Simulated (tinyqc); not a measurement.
One-dimensional ballistic tunnel FET, two-band WKB: one step of the calculation.

A p-type source for x < 0 with its Fermi level at 0 and its valence edge at ds; in the channel the bands fall as D exp(-x/lam) towards their flat values, with the conduction edge at Ec = ds - dP and D = dP + Eg. The gate moves dP one to one. The drain Fermi level lies at -Vd and the drain side reflects nothing. For w = E - Ec between 0 and dP an electron crosses the gap. Two-band dispersion with equal masses m: inside the gap kappa = sqrt(m u (1 - u/Eg)/C), u the distance from a band edge, C = hbar^2/(2 m0).

Question. The path through the gap by the midpoint rule. At w = w0 the path runs from xa = lam ln(D/(w + Eg)) to xb = lam ln(D/w); u(x) = w + Eg - D exp(-x/lam) is the height above the valence edge. Cut it into nc equal cells: S = 2 (cell width) times the sum of kappa at the centres.

Parameters, values chosen for the exercise; band and dielectric values close to those of indium arsenide:
- Eg = 0.345 eV (band gap)
- m = 0.026 m0 (band-edge mass of the two-band model)
- lam = 2.1 nm (screening length of the source junction)
- dP = 0.28 eV (tunnelling window Ev(source) - Ec(channel))
- w0 = 0.1 eV (energy above the channel conduction edge)
- nc = 6 (cells of the path)

Constants: q = 1.602176634e-19 C, hbar = 1.054571817e-34 J s, m0 = 9.1093837015e-31 kg, hbar^2/(2 m0) = 0.0380998212 eV nm^2. Results are converted to the units shown.

Wanted: xa; xb; x; u; kappa; S.

Answer.

xa = 0.71332 nm
xb = 3.8484 nm

```
cell  x (nm)   u (eV)  kappa (1/nm)
0     0.9746  0.05206       0.17368
1     1.4971  0.13861       0.23788
2     2.0196  0.20610       0.23796
3     2.5421  0.25873       0.21012
4     3.0646  0.29976       0.16378
5     3.5872  0.33175       0.09324
```

S = 1.1670

Program tinyqc, `OMP_NUM_THREADS=1 python tinyqc.py 2620114 2620115 out.jsonl`; Intel Xeon 2.30GHz, shared host, one thread, about 0.02 s.
